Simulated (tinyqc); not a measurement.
Avalanche multiplication and breakdown of a junction from ionisation integrals. From breakdown voltage back to hole field b_p. Computed by tinyqc, a small Python program. Command: `OMP_NUM_THREADS=1 python tinyqc.py 3013453 3013454 out.jsonl impact inv`. One thread of a shared host (Intel(R) Xeon(R) Processor @ 2.30GHz), about 0.03 s of CPU time with the checks.

Ionisation coefficients follow the local field. Position x runs through the depletion layer from the p side (x = 0), where electrons enter, to the n side (x = w), where holes enter. The built-in voltage is neglected.

Inputs (values chosen for the exercise, modelled on 4H-SiC):
```
quantity                   value        unit
electron prefactor a_n  1.84e+08        1/cm
electron field b_n      3.25e+07        V/cm
hole prefactor a_p      3.56e+08        1/cm
exponent c                     1           -
permittivity eps             9.7           -
layer width W                6.6  micrometre
```

Junction: p-i-n with uniform field.

Constants: e = 1.602176634e-19 C; eps_0 = 8.8541878128e-12 F/m.

Method:
- alpha_n = a_n exp(-(b_n/F)^c), alpha_p = a_p exp(-(b_p/F)^c).
- Uniform field F = F_m, w = W, V = F_m W.
- With Phi(x) = int_0^x (alpha_n - alpha_p) dx': 1 - 1/M_n = I_n = int_0^w alpha_n exp(-Phi) dx and M_p = M_n exp(-Phi(w)); trapezoid rule on 401 even points; breakdown at I_n = 1.
- Solve I_n(F_m) = 1.

Question. A run gave the result below. Find the hole field b_p, known to lie between 2.1e+07 and 4.6e+07 V/cm.

breakdown voltage = 1548.791 V

Answer.

Each step takes the trial c = (a f_b - b f_a)/(f_b - f_a), f being the result less the target and a, b, c the logarithms of the listed values; c replaces end b, the old b replaces a if the sign of f changed, and otherwise f_a is halved.

Scan of the range:
```
hole field b_p (V/cm)  breakdown voltage (V)
2.10e+07                             1319.11
2.39e+07                             1455.26
2.73e+07                             1598.37
3.11e+07                             1735.16
3.54e+07                             1860.61
4.04e+07                             1972.53
4.60e+07                             2065.43
```

False position (Illinois rule, in the logarithm of the input) inside the bracket:
```
step        end a        end b        trial  breakdown voltage (V)
1     2.39000e+07  2.73000e+07  2.60705e+07                1548.81
2     2.39000e+07  2.60705e+07  2.60695e+07                1548.77
3     2.60705e+07  2.60695e+07  2.60700e+07                1548.79
```

Breakdown voltage rises at every point of a 13-point scan of the range (every second point is shown), so one value fits; it is bracketed by 2.39e7 and 2.73e7. Answer: hole field b_p = 2.607e7 V/cm.
